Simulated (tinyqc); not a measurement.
The fan of levels: Landau levels of massive Dirac electrons in two valleys.

H = hv (tau kx sx + ky sy) + (D/2) sz. Conduction levels E_N = sqrt(D^2/4 + 2N hv^2/l^2) - D/2 from the band edge; N = 1, 2, ... occur in both valleys, N = 0 in one valley only (its partner in the other valley lies at the valence edge). Each state is twofold in spin; spin splittings are left out, although in real dichalcogenides the spin-orbit splitting exceeds the level spacing and changes the filling sequence.

In a field B along z: l = 1/sqrt((e/hbar) B) is the magnetic length, n_B = B/(h/e) the number of states per area in one level, hbar wc = 2 muB B/m for mass m in m0; 1/angstrom^2 = 1e16/cm^2.

Constants: e/hbar = 1.519267448e-05 1/(T angstrom^2); h/e = 413566.7697 T angstrom^2; muB = 5.788381798e-05 eV/T.

Values chosen for the exercise (out of a larger set: near those of a WSe2 monolayer; not measured data): hv = 3.69 eV angstrom (hbar v); D = 1.73 eV (gap); Bs = (0.5, 1, 2, 4, 8, 12, 16) T (fields).

The four lowest levels against B, with their labels in order.

Levels (meV):

| B (T) | first | second | third | fourth | order |
|---|---|---|---|---|---|
| 0.500 | 0.00 | 0.12 | 0.24 | 0.36 | 0 1 2 3 |
| 1.00 | 0.00 | 0.24 | 0.48 | 0.72 | 0 1 2 3 |
| 2.00 | 0.00 | 0.48 | 0.96 | 1.43 | 0 1 2 3 |
| 4.00 | 0.00 | 0.96 | 1.91 | 2.87 | 0 1 2 3 |
| 8.00 | 0.00 | 1.91 | 3.82 | 5.72 | 0 1 2 3 |
| 12.0 | 0.00 | 2.87 | 5.72 | 8.57 | 0 1 2 3 |
| 16.0 | 0.00 | 3.82 | 7.62 | 11.40 | 0 1 2 3 |

The fourth level grows as B^1.00 over the first two rows and B^0.99 over the last two (1 for a parabolic band without a fixed offset such as a valley splitting, 1/2 for massless Dirac electrons). The order of the levels does not change. Level 1 follows hbar wc = 2 hv^2/(l^2 D) while that is small against D: 3.8 meV against 3.8 meV in the last row.

Run: tinyqc, `OMP_NUM_THREADS=1 python tinyqc.py 1252080 1252081 out.jsonl`; Intel(R) Xeon(R) Processor @ 2.30GHz, one thread, shared host; about 0.02 s of CPU time with all checks.
